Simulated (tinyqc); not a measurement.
From results to parameters: Morse oscillator. Computed by the program tinyqc.

Problem. A Morse oscillator has levels we (n + 1/2) - wexe (n + 1/2)^2 with wexe = we^2/(4 De) and we = a sqrt(2 De/m) in atomic units (1 hartree = 219474.63 cm^-1 = 27.211386 eV, 1 u = 1822.888 electron masses). Find we, wexe, De and a.

spacings 0-1 and 1-2 (cm^-1): 602.364810  592.433412
reduced mass = 15.479992 u

Solution. The spacings are we - 2 wexe and we - 4 wexe, so their difference is 2 wexe; De = we^2/(4 wexe) and a = sqrt(2 m wexe).

we, wexe (cm^-1): 612.2962  4.9657
De = 2.340 eV
a = 1.1300 1/bohr
